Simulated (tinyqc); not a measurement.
# Metal-interlayer-semiconductor contact, depinning against tunnelling resistance: two studies

Zero bias, n-type semiconductor. Gap states at the semiconductor surface thin out as exp(-be ti), which unpins the barrier; electrons must then cross the interlayer (a rectangular barrier, no voltage drop across it) and the parabolic depleted layer, both by WKB. Energies E are counted from the Fermi level; no image force, parabolic bands.

Inputs (values chosen for the exercise); semiconductor values close to those of silicon; interlayer mass of the order of that in lanthanum oxide, offset chosen freely: temperature T = 400 K; band gap Eg = 1.15 eV; relative permittivity eps_r = 11.5; electron affinity chi = 3.98 eV; conduction-band density of states at T Nc = 4.31e19 cm^-3; tunnelling mass in the semiconductor mt = 0.188 m0; Richardson mass mA = 2.09 m0; donor density Nd = 2.7e19 cm^-3; charge-neutrality level above the valence band E0 = 0.35 eV; pinning factor without interlayer S0 = 0.26; metal work function phiM = 4.11 eV; interlayer thickness ti = 1 nm; conduction-band offset of the interlayer above the semiconductor dE = 2 eV; tunnelling mass in the interlayer mi = 0.29 m0; decay constant of gap states through the interlayer be = 5.4 1/nm.

Constants: q = 1.602176634e-19 C, kB = 1.380649e-23 J/K, eps0 = 8.8541878128e-12 F/m, hbar = 1.054571817e-34 J s, h = 6.62607015e-34 J s, m0 = 9.1093837015e-31 kg, Vt = kB T/q, hbar^2/(2 m0) = 0.0380998212 eV nm^2. Results are converted to the units shown.

Each table varies one quantity; the others keep the values above.

## Contact resistivity against the interlayer thickness

S = 1/(1 + (1/S0 - 1) exp(-be ti)); phiB = S (phiM - chi) + (1 - S)(Eg - E0); xi = Ec - EF deep inside, from Nd = Nc F(-xi/Vt), F(x) = (2/sqrt(pi)) int_0^infinity sqrt(u) du/(1 + exp(u - x)); band bending U = phiB - xi; E00 = (hbar/2) sqrt(Nd/(eps0 eps_r mt m0)) in volts; A = 4 pi q mA m0 kB^2/h^3. With U = phiB - xi: for xi < E < phiB, y = (E - xi)/U and G1 = (U/E00) [sqrt(1 - y) - y ln((1 + sqrt(1 - y))/sqrt(y))], G1 = 0 above phiB; G2 = 2 ti sqrt(mi max(phiB + dE - E, 0)/C), C = hbar^2/(2 m0); f = 1/(1 + exp(E/Vt)); 1/rho_c = (A T^2/Vt^2) times the integral of exp(-G1 - G2) f over E from xi upwards. Shares under 0.001 % are printed as 0; rows without band bending are left out.

The same in every row: E00/Vt = 1.90.

Contact resistivity against the interlayer thickness:
```
ti (nm)      S  phiB (eV)  rho_c (ohm cm^2)  rho_c with G2 = 0 (ohm cm^2)  peak of the integrand (eV)  share above phiB (%)
0        0.260      0.626           1.87e-6                       1.87e-6                      0.0807               0.00285
0.2      0.509      0.459           1.08e-6                       1.99e-7                      0.0696                0.0438
0.4      0.753      0.296           6.29e-7                       2.38e-8                      0.0564                 0.627
0.6      0.900      0.197           8.86e-7                       7.17e-9                      0.0466                  3.26
0.8      0.964      0.154           2.57e-6                       4.42e-9                      0.0419                  6.95
1        0.987      0.139           1.04e-5                       3.73e-9                      0.0404                  9.46
1.2      0.996      0.133           4.73e-5                       3.51e-9                      0.0404                  10.8
1.4      0.999      0.131           2.25e-4                       3.45e-9                      0.0410                  11.6
1.6      0.999      0.130           0.00109                       3.42e-9                      0.0418                  12.1
```

What does the comparison show?

As ti goes from 0 to 1.6, phiB falls from 0.626 to 0.130 eV and rho_c goes from 1.87e-6 through a minimum of 6.29e-7 (at ti = 0.4 among the rows listed) to 0.00109 ohm cm^2. At ti = 0.4 nm rho_c is 2.98 times lower than without interlayer: up to there the falling barrier gains more than tunnelling through the layer costs, beyond it the layer dominates. The ratio of rho_c to its value with G2 = 0 runs from 1.00 to 3.18e5.

## Contact resistivity against the decay constant of gap states through the interlayer

Same model as above.

The same in every row: E00/Vt = 1.90.

Contact resistivity against the decay constant of gap states through the interlayer:
```
be (1/nm)      S  phiB (eV)  rho_c (ohm cm^2)  rho_c with G2 = 0 (ohm cm^2)  peak of the integrand (eV)  share above phiB (%)
1          0.489      0.473           0.00113                       2.38e-7                      0.0777                0.0638
2          0.722      0.316           1.14e-4                       3.09e-8                      0.0625                 0.603
3          0.876      0.213           2.71e-5                       8.66e-9                      0.0508                  2.85
4          0.950      0.163           1.41e-5                       4.87e-9                      0.0441                  6.30
5          0.981      0.143           1.09e-5                       3.89e-9                      0.0410                  8.84
6          0.993      0.135           9.92e-6                       3.58e-9                      0.0398                  10.1
7          0.997      0.132           9.58e-6                       3.47e-9                      0.0393                  10.6
8          0.999      0.131           9.45e-6                       3.43e-9                      0.0391                  10.8
```

What does the comparison show?

As be goes from 1 to 8, phiB falls from 0.473 to 0.131 eV and rho_c falls from 0.00113 to 9.45e-6 ohm cm^2. The ratio of rho_c to its value with G2 = 0 runs from 4740 to 2750.

Range of the model: The depletion charge would drop about 0.048 V across such an interlayer (eps_r near 25) at ti = 1 nm and Nd = 2.7e19 cm^-3, against a band bending of 0.13 V; this model leaves that drop out.

Numbers from tinyqc (`OMP_NUM_THREADS=1 python tinyqc.py 2270018 2270019 out.jsonl`; about 0.02 s on one thread of a shared Intel Xeon 2.30GHz).
